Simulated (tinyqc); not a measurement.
Gap and radiative efficiency from Jsc and Voc.

Inverse problem. Photon flux above E from a black body at temperature T into a hemisphere: Phi(E, T) = A sum_k exp(-k E/th)[E^2 th/k + 2 E th^2/k^2 + 2 th^3/k^3], k = 1, 2, ..., with th = kB T/q in eV and A = 2 pi q^3/(h^3 c^2). A cell with a sharp absorption edge has Jsc = q fs X Phi(Eg, Ts) and Voc = Vt ln(1 + Jsc/J0), J0 = q ge Phi(Eg, T)/ERE. Find Eg and ERE.

Values chosen for this exercise: cell temperature T = 350 K; temperature of the black-body sun Ts = 5800 K; share of the hemisphere filled by the sun fs = 2.16e-5; concentration X = 1000; number of faces that emit ge = 2.

Constants: q = 1.602176634e-19 C, kB = 1.380649e-23 J/K, h = 6.62607015e-34 J s, c = 299792458 m/s, Vt = kB T/q. Results are converted to the units shown.

Jsc = 32930.7132 mA/cm^2
Voc = 1.43263361 V

Answer. Phi falls steadily with E, so Jsc fixes Eg; Voc gives J0, and its ratio to the radiative dark current is 1/ERE.

Eg = 1.600 eV
ERE = 0.3000

Computed by the program tinyqc: `OMP_NUM_THREADS=1 python tinyqc.py 2820106 2820107 out.jsonl`, one thread of a shared Intel Xeon 2.30GHz, about 0.01 s for the whole run.
